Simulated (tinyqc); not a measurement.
Worked calculation: thermal stress and diffusional relaxation in a metal film: Coble and Nabarro-Herring creep, cooling and holds. Computed by tinyqc, a small Python program that keeps every step. Command: `OMP_NUM_THREADS=1 python tinyqc.py 3008706 3008707 out.jsonl creep walk`. One thread of a shared host (Intel(R) Xeon(R) Processor @ 2.30GHz), about 0.03 s of CPU time with the checks. Intermediate numbers are printed to about 6 digits and carried at full precision; extremes and crossings named in words are read from the listed rows.

A thin film on a rigid substrate is stress-free at T0. Tension is positive and the film creeps linearly: d sigma/dt = -M (mismatch) dT/dt - sigma/tau.

Inputs (values chosen for the exercise, modelled on aluminium films on silicon):
```
quantity                           value        unit
biaxial modulus M                    100         GPa
expansion mismatch                  19.7      1e-6/K
atomic volume Omega                 16.6  angstrom^3
lattice prefactor D0             0.00014       m^2/s
lattice energy E                    1.48          eV
boundary prefactor (delta D_b)0  5.7e-14       m^3/s
boundary energy E_b                0.884          eV
grain size d                        0.28          um
stress-free temperature T0           350           C
hold temperature T                   110           C
hold time t                         0.01           h
cooling rate                           1       C/min
```

Constants: k_B = 1.380649e-23 J/K; k_B = 8.617333262e-05 eV/K.

## Elastic stress after a quench

Thermoelastic slope = M x mismatch; sigma_0 = slope x (T0 - T).

thermoelastic slope = 1.97 MPa/K

stress after a quench sigma_0 = 472.8 MPa

## Creep at the hold temperature

Creep rate per stress: Nabarro-Herring 14 D Omega/(k_B T d^2), Coble (14 pi) delta D_b Omega/(k_B T d^3), with D = D0 exp(-E/(k_B T)), delta D_b = (delta D_b)0 exp(-E_b/(k_B T)); 1/tau = M x (sum of both)/2 (biaxial strain rate is half the uniaxial one). Temperatures in kelvin are T(C) + 273.15. sigma(t) = sigma_0 exp(-t/tau), relaxed part sigma_0 - sigma(t); the grain size where both mechanisms are equal is pi delta D_b/D.

Nabarro-Herring rate = 2.67522e-18 1/(Pa s)

Coble rate = 8.44514e-13 1/(Pa s)

relaxation time tau = 0.00657839 h

stress after the hold = 103.394 MPa

stress relaxed during the hold = 369.406 MPa

crossover grain size = 88390.5 um

Coble creep is 320000 times as fast as Nabarro-Herring creep at this grain size. The crossover size is formal, far above any film grain. Caution: bulk creep laws overstate relaxation in a bonded film, where the substrate constrains boundary diffusion, and dislocation glide is left out.

## Stress after cooling to room temperature

Cooling from T0 at the constant rate: d sigma/dT = -slope + sigma/(tau(T) x rate), integrated to 25 C (stiff solver, tolerance 1e-9). Effective stress-free temperature T_eff = 25 C + sigma/slope.

stress at 25 C = 71.5601 MPa

effective stress-free temperature = 61.3249 C

Creep during cooling removes 88.8 % of the elastic value. Caution: bulk creep laws overstate relaxation in a bonded film, and dislocation glide would cap stresses above the yield stress.

## Where a fixed hold relaxes most

For each hold temperature: sigma_0 = slope (T0 - T), relaxed stress sigma_0 (1 - exp(-t/tau)), initial rate sigma_0/tau. In confined lines the relaxed part appears as void volume.

Holds:
```
T (C)  sigma_0 (MPa)      tau (h)  relaxed (MPa)  initial rate (MPa/h)
25            640.25  1.05719e+01    6.05330e-01           6.05617e+01
65            561.45  2.04760e-01    2.67611e+01           2.74199e+03
105           482.65  9.25038e-03    3.18914e+02           5.21762e+04
145           403.85  7.63508e-04    4.03849e+02           5.28940e+05
185           325.05  9.82319e-05    3.25050e+02           3.30901e+06
225           246.25  1.76894e-05    2.46250e+02           1.39207e+07
265           167.45  4.13375e-06    1.67450e+02           4.05080e+07
305            88.65  1.18674e-06    8.86500e+01           7.47005e+07
345             9.85  4.01845e-07    9.85000e+00           2.45119e+07
```

The relaxed stress peaks at 145 C among these rows: colder holds have more stress but slower diffusion, hotter ones faster diffusion but less stress. The initial rate peaks about k_B T^2/E_b = 38 K below T0 when boundaries dominate; its largest row is 305 C. Caution: dislocation glide would cap stresses above the yield stress; capping layers can block the surface and boundary paths, and threshold stresses are ignored.

Checks made by the program: cooling integral by quadrature (relative difference 1e-08).
